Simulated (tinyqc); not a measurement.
Comparisons within one model: Shockley-Read-Hall recombination through one deep level. A value that a table varies takes the place of the one given here.

One level at Et with degeneracy 1: tn = 1/(sn vth Nt), tp = 1/(sp_ vth Nt), n1 = Nc exp((Et - Eg)/kT), p1 = Nv exp(-Et/kT), ni^2 = n1 p1. Equilibrium p0 = Nm, n0 = ni^2/Nm; n = n0 + dn, p = p0 + dn. U = (n p - ni^2)/(tp (n + n1) + tn (p + p1)), lifetime dn/U; emission rates en = sn vth n1, ep = sp_ vth p1.

Constants: kB = 8.617333262e-05 eV/K.

Values chosen for the exercise (gap and densities of states near those of Si at this temperature; shifted at random, so the results belong to these values and not to a real crystal):
```
symbol  value     unit    meaning
E1      0.453     eV      level (0/-1) above Ev
E2      0.806     eV      level (-1/-2) above Ev
gm      1                 degeneracy of the middle state, the others 1
T       250       K
Eg      1.138     eV      gap
Nc      2.08e+19  1/cm^3  conduction-band density of states
Nv      8.51e+18  1/cm^3  valence-band density of states
Nd      -1.9e+16  1/cm^3  ionised shallow donors minus acceptors
Et      0.806     eV      recombination level above Ev
Nt      9.2e+14   1/cm^3  defects
sn      1e-14     cm^2    electron capture cross-section
sp_     8.2e-15   cm^2    hole capture cross-section
vth     23000000  cm/s    thermal velocity, both carriers
Nm      9.2e+15   1/cm^3  equilibrium holes for the lifetime steps
dn      4.4e+15   1/cm^3  excess pairs
```

## Charge state against the Fermi level (deep level with several charge states)

Energies from Ev. The defect has charge states 0, -1, -2 with weights 1, gm exp((EF - E1)/kT), exp((2 EF - E1 - E2)/kT); the shares are the weights over their sum. Boltzmann carriers: n = Nc exp((EF - Eg)/kT), p = Nv exp(-EF/kT). Neutrality: p - n + Nd + Nt <q> = 0.

Shares:
```
EF (eV)      0     -1     -2     <q>
0.068    1.000  0.000  0.000   0.000
0.159    1.000  0.000  0.000   0.000
0.250    1.000  0.000  0.000   0.000
0.341    0.995  0.005  0.000  -0.005
0.432    0.726  0.274  0.000  -0.274
0.523    0.037  0.963  0.000  -0.963
0.615    0.001  0.999  0.000  -1.000
0.706    0.000  0.990  0.010  -1.010
0.797    0.000  0.603  0.397  -1.397
0.888    0.000  0.022  0.978  -1.978
0.979    0.000  0.000  1.000  -2.000
1.070    0.000  0.000  1.000  -2.000
```

Where the levels are several kT apart the middle state rules between about E1 - kT ln gm = 0.453 and E2 + kT ln gm = 0.806 eV; its largest share listed is 0.999. Each step spreads from 10 % to 90 % over 4.4 kT = 0.095 eV.

## Defects against doping (deep level with several charge states)

Nt takes the listed multiples of |Nd|; the resistivity uses mobilities of 1000 (electrons) and 300 (holes) cm^2/(V s), chosen for the exercise, and e = 1.602176634e-19 C.

Neutral state:
```
Nt/|Nd|  EF (eV)  n (1/cm^3)  p (1/cm^3)  rho (ohm cm)
0.01      0.1315       0.107    1.90e+16          1.10
0.10      0.1315       0.107    1.90e+16          1.10
0.30      0.1315       0.107    1.90e+16          1.10
0.60      0.1315       0.107    1.90e+16          1.10
0.90      0.1315       0.107    1.90e+16          1.10
1.10      0.1315       0.107    1.90e+16          1.10
1.50      0.1315       0.107    1.90e+16          1.10
3.00      0.1315       0.107    1.90e+16          1.10
10.00     0.1315       0.107    1.90e+16          1.09
```

EF moves by less than 10 meV: at this EF the defects are neutral on average, so they neither give nor take carriers.

## Lifetime against injection

Recombination:
```
dn (1/cm^3)  lifetime (microsecond)  U (1/(cm^3 s))
1.0e+11                    0.004729        2.11e+19
1.0e+12                    0.004729        2.11e+20
1.0e+13                    0.004735        2.11e+21
1.0e+14                    0.004790        2.09e+22
1.0e+15                    0.005293        1.89e+23
1.0e+16                    0.007729        1.29e+24
1.0e+17                     0.01000        1.00e+25
1.0e+18                     0.01044        9.58e+25
```

The lifetime rises from 0.004729 to 0.01044 microsecond; tn + tp = 0.01049. At low injection it is tn (1 + p1/p0) + tp n1/p0 with n1/Nm = 0.00046 and p1/Nm = 5.2e-14: re-emission is negligible, so minority capture alone counts. Auger and radiative paths are left out; they cut in at the highest injections, and in a doped direct-gap crystal the radiative one counts at all injections. dn = dp neglects trapped charge, which matters where the traps hold a charge comparable with dn, at low injection and with very unequal cross sections.

## Where a level does most harm

Et takes the values listed; G = Nt en ep/(en + ep) in a depleted region; the lifetime is for dn = 1e11 1/cm^3.

Results:
```
Et (eV)  lifetime (microsecond)  G (1/(cm^3 s))
0.068                     0.191        1.18e+06
0.159                   0.00745        8.09e+07
0.250                   0.00477        5.52e+09
0.341                   0.00473        3.77e+11
0.432                   0.00473        2.58e+13
0.523                   0.00473        1.69e+15
0.615                   0.00473        5.88e+14
0.706                   0.00473        8.65e+12
0.797                   0.00473        1.27e+11
0.888                   0.00484        1.85e+09
0.979                    0.0128        2.71e+07
1.070                     0.560        3.97e+05
```

Generation peaks where en = ep, at Eg/2 + (kT/2) ln(sp_ Nv/(sn Nc)) = 0.557 eV; the largest value listed is at 0.523 eV, and G falls by a decade for each 0.050 eV away from the peak. The lifetime is within a factor 2 of its minimum, 0.00473 microsecond, from 0.159 to 0.888 eV: recombination tolerates a wide range of Et, generation a narrow one.

## What moves lifetime and leakage

G = Nt en ep/(en + ep). Each row changes one parameter from the base and keeps the others.

Results:
```
case                  lifetime (microsecond)  G (1/(cm^3 s))
base                                0.006592        8.34e+10
Et = 0.846 eV                       0.006602        1.30e+10
sn = 2e-14 cm^2                     0.004229        8.34e+10
sp_ = 1.64e-14 cm^2                 0.005659        1.67e+11
Nt = 4.6e+14 1/cm^3                  0.01318        4.17e+10
Nm = 2.76e+16 1/cm^3                0.005519        8.34e+10
dn = 1.32e+16 1/cm^3                0.008123        8.34e+10
```

The largest shifts from the base row, up to three for each result and ties (the steps differ in size, so this ranks the rows, not the parameters). lifetime (microsecond): Nt +0.00659, sn -0.00236, dn +0.00153. G (1/(cm^3 s)): sp_ +8.34e+10, Et -7.03e+10, Nt -4.17e+10; unchanged at the printed digits by sn, Nm and dn.

tinyqc: `OMP_NUM_THREADS=1 python tinyqc.py 1682696 1682697 out.jsonl`; about 0.01 s, one thread, shared Intel(R) Xeon(R) Processor @ 2.30GHz.
